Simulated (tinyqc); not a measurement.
Inputs raised by 10 %, one at a time: electron-beam lithography: double-Gaussian proximity function, edge placement and dose correction for parallel lines. Computed by tinyqc, a small Python program. Command: `OMP_NUM_THREADS=1 python tinyqc.py 3112541 3112542 out.jsonl proximity sens`. One thread of a shared host (Intel(R) Xeon(R) Processor @ 2.30GHz), about 0.01 s of CPU time with the checks.

Lines are infinitely long. Absorbed energy is counted so that the middle of a very large area written at dose 1 receives 1; the resist develops where it exceeds 1/2.

Inputs (values chosen for the exercise, of the order of those for 30 keV electrons in resist on silicon): forward range alpha = 0.0099 micrometre; backscatter range beta = 4.9 micrometre; backscatter ratio eta = 0.49; base dose D0 = 41 microcoulomb/cm^2; beam current = 38 nA; pixel size = 10 nm; width of the test line = 0.052 micrometre; pattern density around the test line = 0.71.

line widths (micrometre): [0.07, 3.5, 3.3, 1.3]

gaps between the lines (micrometre): [0.25, 2.5, 0.1]

Constants: e = 1.602176634e-19 C.

Method:
- The first line starts at x = 0; each next one starts after the width and the gap.
- f(r) = [exp(-r^2/alpha^2)/alpha^2 + eta exp(-r^2/beta^2)/beta^2]/(pi (1 + eta)). A line from a to b at dose d gives E(x) = d [S(alpha) + eta S(beta)]/(1 + eta), S(s) = [erf((b - x)/s) - erf((a - x)/s)]/2.
- M_ij is the mean of E at the two edges of line i from line j at dose 1.
- Uncorrected edge energies are M 1. Solve M d = 1/2 for the doses d that put the mean edge energy of every line at the threshold.
- A test line of width w << beta in surroundings of density rho, all at dose d: near its edge E(x) = d [S + eta rho]/(1 + eta), S = [erf((b - x)/alpha) - erf((a - x)/alpha)]/2 for edges a and b, the second term being the background energy. Dose to size d_s = (1 + eta)/(erf(w/alpha) + 2 eta rho), dose = d_s D0; edge slope d [1 - exp(-w^2/alpha^2)]/(sqrt(pi) alpha (1 + eta)); width change per 1 % of dose = 2 x 0.01 x (1/2)/slope.
- With dose = d_s D0: electrons per pixel N = dose x pixel area/e; relative noise 1/sqrt(N); time per cm^2 of pattern area = dose x density/current; pixel rate = current/(dose x pixel area).

Runs:
```
input moved                             from       to  dose to size d_s  width change per 1 % of dose (nm)  largest over smallest dose  shot noise (%)
base run                                   -        -            0.8786                             0.2976                       1.178           6.669
forward range alpha (micrometre)      0.0099  0.01089            0.8786                             0.3273                       1.178           6.669
backscatter range beta (micrometre)      4.9     5.39            0.8786                             0.2976                       1.169           6.669
width of the test line (micrometre)    0.052   0.0572            0.8786                             0.2976                       1.178           6.669
pattern density around the test line    0.71    0.781            0.8440                             0.3098                       1.178           6.804
base dose D0 (microcoulomb/cm^2)          41     45.1            0.8786                             0.2976                       1.178           6.359
beam current (nA)                         38     41.8            0.8786                             0.2976                       1.178           6.669
pixel size (nm)                           10       11            0.8786                             0.2976                       1.178           6.063
```

Exponents ln(y'/y) / ln(x'/x):
```
input                                 dose to size d_s  width change per 1 % of dose  largest over smallest dose  shot noise
forward range alpha                              0.000                         1.000                       0.000       0.000
backscatter range beta                           0.000                         0.000                      -0.082       0.000
width of the test line                           0.000                         0.000                       0.000       0.000
pattern density around the test line            -0.422                         0.422                       0.000       0.211
base dose D0                                     0.000                         0.000                       0.000      -0.500
beam current                                     0.000                         0.000                       0.000       0.000
pixel size                                       0.000                         0.000                       0.000      -1.000
```

Among the inputs moved here: dose to size d_s answers most in size to pattern density around the test line (exponent -0.422); its exponent is below 0.0005 for forward range alpha, backscatter range beta, width of the test line, base dose D0, beam current, pixel size. Width change per 1 % of dose answers most in size to forward range alpha (exponent +1.000), next to pattern density around the test line (+0.422); its exponent is below 0.0005 for backscatter range beta, width of the test line, base dose D0, beam current, pixel size. Its exponent +1.000 in forward range alpha: the edge slope goes as 1/alpha. Largest over smallest dose answers most in size to backscatter range beta (exponent -0.082); its exponent is below 0.0005 for forward range alpha, width of the test line, pattern density around the test line, base dose D0, beam current, pixel size. Shot noise answers most in size to pixel size (exponent -1.000), next to base dose D0 (-0.500); its exponent is below 0.0005 for forward range alpha, backscatter range beta, width of the test line, beam current.

Extremes, crossings and ranges named in words are read from the listed rows.
